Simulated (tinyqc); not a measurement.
Pair-potential crystal by lattice sums: one step, computed by the program tinyqc.

Energy per atom E = (1/2) sum over neighbours of phi(r); d is the nearest-neighbour distance.

Question. Energy and virial pressure. E = (1/2) sum count x phi; P = -(1/(6 Omega)) sum count x r phi', Omega = 0.707107 d^3.

Inputs (values chosen for the exercise, for model atoms): pair minimum r0 = 2.76 angstrom; trial neighbour distance d/r0 = 0.992.

Potential: Morse. Structure: fcc.

Shells:
```
shell  count  r (angstrom)     phi (eV)  phi' (eV/angstrom)  phi'' (eV/angstrom^2)
1         12      2.737920  -0.04588050         -0.00905357              0.4038349
2          6      3.872004  -0.00917577          0.01866330             -0.0321511
3         24      4.742217  -0.00113983          0.00336026             -0.0075657
4         12      5.475840  -0.00003243          0.00033114             -0.0019144
```

Constants: 1 eV/angstrom^3 = 160.2176634 GPa.

Give: energy at the trial distance; pressure at the trial distance.

Answer.

energy at the trial distance = -0.31668 eV/atom

pressure at the trial distance = -0.99420 GPa

The pressure is negative, so the lattice wants to contract.
